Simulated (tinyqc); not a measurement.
From results back to parameters: effective work function and flat-band voltage of a metal/high-k/SiO2/Si stack with a dipole layer. Three cases, with inputs chosen for the exercise.

Problem. Three stacks with (t1, t2) = (8, 20), (30, 20) and (8, 60) angstrom have the flat-band voltages below. VFB = W0 - (chi + dEF) - 4 pi e2 [Q1 EOT + Q2 x2]/3.9 with x2 = t2 3.9/eps2, EOT = t1 + x2, e2 = e^2/4 pi eps0, 1 cm^-2 = 1e-16 angstrom^-2; W0 is the work function with the dipole step.

Constants: e^2/(4 pi eps0) = 14.39964547 eV angstrom.

Find: Q1; Q2; W0.

Method. The first two stacks differ in t1 alone and give Q1; the first and third give Q1 + Q2; W0 follows from any of them.

Case 1.

Values chosen (out of a larger set: a stack on Si capped with an yttrium-like oxide; not measured data): chi = 4.057 eV (electron affinity of the channel); dEF = 0.274 eV (Ec - EF in the channel); eps = (3.9, 26.1) (their dielectric constants).

VFB (V): 0.1708527  0.1483962  0.1691888

Solution.

Q1 = 2.2e+11 e/cm^2
Q2 = -1.6e+11 e/cm^2
W0 = 4.511 eV

Case 2.

Values chosen (out of a larger set: a stack on Si capped with a magnesium-like oxide; not measured data): chi = 4.057 eV (electron affinity of the channel); dEF = 0.416 eV (Ec - EF in the channel); eps = (3.9, 16) (their dielectric constants).

VFB (V): -0.4661828  -0.4742468  -0.5000660

Solution.

Q1 = 7.9e+10 e/cm^2
Q2 = 6.7e+11 e/cm^2
W0 = 4.027 eV

Case 3.

Values chosen (out of a larger set: a stack on Si capped with an yttrium-like oxide; not measured data): chi = 4.057 eV (electron affinity of the channel); dEF = 0.587 eV (Ec - EF in the channel); eps = (3.9, 24.2) (their dielectric constants).

VFB (V): -0.6729364  -0.6790609  -0.6657581

Solution.

Q1 = 6.0e+10 e/cm^2
Q2 = -3.0e+11 e/cm^2
W0 = 3.970 eV

Computed by tinyqc, one run a case: `OMP_NUM_THREADS=1 python tinyqc.py N N+1 out.jsonl` with N = 1881258, 1881266, 1881284; one thread of a shared Intel(R) Xeon(R) Processor @ 2.30GHz, about 0.01 s a run at most.
